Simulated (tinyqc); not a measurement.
Deep-level transient spectroscopy: one step of the calculation.

Schottky contact on an n-type layer with shallow donors Nd (all ionised) and a donor-like deep trap, neutral when filled and positive when empty; depletion approximation. Traps within lam of the depletion edge stay filled. A long pulse to Vp fills the traps beyond x1 = Wp - lam; back at Vr those between x1 and x2 = Wr - lam emit. A rate window reads S = C(t2) - C(t1).

Question. Peak temperature. Fixed-point step for en(T) = ew: T(new) = (Et q/kB)/ln(sn g T^2/ew), g = vth Nc/(300 K)^2.

Values chosen for this exercise; material values close to those of gallium arsenide:
- Nc = 4.43e17 cm^-3 (conduction-band density of states at 300 K)
- vth = 4.4e7 cm/s (thermal velocity at 300 K)
- Et = 0.29 eV (depth of the trap below the conduction edge)
- sn = 5.9e-16 cm^2 (capture cross-section)

Constants: q = 1.602176634e-19 C, kB = 1.380649e-23 J/K. Results are converted to the units shown.

ew = 51.168558 1/s
T at the start = 300 K

Find: T after step 1.

Answer.

T after step 1 = 175.0 K

Computed by the program tinyqc: `OMP_NUM_THREADS=1 python tinyqc.py 2050130 2050131 out.jsonl`, one thread of a shared Intel Xeon 2.30GHz, about 0.01 s for the whole run.
